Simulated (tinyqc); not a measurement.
Vertical double-diffused power MOSFET, components of the on-resistance: two steps of the calculation.

Stripe cells of pitch Wp + a, two channels a cell. Current flows through the channels, spreads in the accumulation layer, passes the gap between the p bodies and spreads at 45 degrees into the drift layer below them. Low drain voltage, full ionisation.

Parameters, values chosen for the exercise; bulk values close to those of 4H silicon carbide: temperature T = 300 K; relative permittivity eps_r = 9.38; critical-field constant Kc = 22700 V/cm per (cm^-3)^(1/8); rated breakdown voltage of the drift layer BV = 6500 V; drift mobility at 300 K mud = 786 cm^2/(V s); temperature exponent of the drift mobility bt = 2.4; gate oxide thickness (eps_r 3.9) tox = 56 nm; gate overdrive Vov = 5 V; channel mobility mch = 21 cm^2/(V s); accumulation-layer mobility mac = 160 cm^2/(V s); channel length Lc = 1.3 um; width of the p body in one cell, channels included Wp = 3.6 um; gap between neighbouring p bodies a = 4.8 um; depth of the p body xp = 1.8 um; doping of the gap over the drift doping Nj = 5; built-in voltage of the body junction Vbi = 2.91 V; substrate and contact resistance Rs = 0.16 mohm cm^2.

Constants: q = 1.602176634e-19 C, eps0 = 8.8541878128e-14 F/cm where lengths are in cm. Results are converted to the units shown.

Problem 1. Drift layer. Triangular field at breakdown with Ec = Kc N^(1/8): BV = eps0 eps_r Ec^2/(2 q N), so N = (eps0 eps_r Kc^2/(2 q BV))^(4/3); W = 2 BV/Ec; mu = mud (T/300 K)^(-bt); rho = 1/(q mu N); ideal resistance rho W.

Give: N; Ec; W; mu; rho; ideal resistance.

Solution 1.

N = 1.212e15 cm^-3
Ec = 1.744 MV/cm
W = 74.55 um
mu = 786.0 cm^2/(V s)
rho = 6.549 ohm cm
ideal resistance = 48.83 mohm cm^2

Problem 2. Components of the on-resistance. Pitch p = Wp + a, Cox = 3.9 eps0/tox; zero-bias depletion in the gap w0 = sqrt(2 eps0 eps_r Vbi/(q N Nj)), open gap g = a - 2 w0; R_ch = Lc p/(2 mch Cox Vov); R_acc = 0.6 a p/(4 mac Cox Vov), 0.6 being an empirical factor for current leaving the layer along its length; R_gap = (rho/Nj) xp p/g; spreading depth t = min(W, (p - g)/2); R_drift = (rho p/2) ln((g + 2 t)/g) + rho (W - t); R_on = the sum with Rs.

N = 1.2124562e15 cm^-3
W = 74.551990 um
mu = 786 cm^2/(V s)
rho = 6.5493924 ohm cm

Give: w0; g; components; R_on; shares.

Solution 2.

w0 = 0.70545 um
g = 3.3891 um
components (mohm cm^2): channel 8.4329, accumulation 1.2260, gap 0.58438, drift 49.683, substrate 0.16000
R_on = 60.086 mohm cm^2
shares (%): channel 14.035, accumulation 2.040, gap 0.973, drift 82.686, substrate 0.266

The drift term is the largest. R_on is 1.23 times the ideal drift resistance, and spreading raises the drift term to 1.02 times it.

Computed by the program tinyqc: `OMP_NUM_THREADS=1 python tinyqc.py 2230038 2230039 out.jsonl`, one thread of a shared Intel Xeon 2.30GHz, about 0.01 s for the whole run.
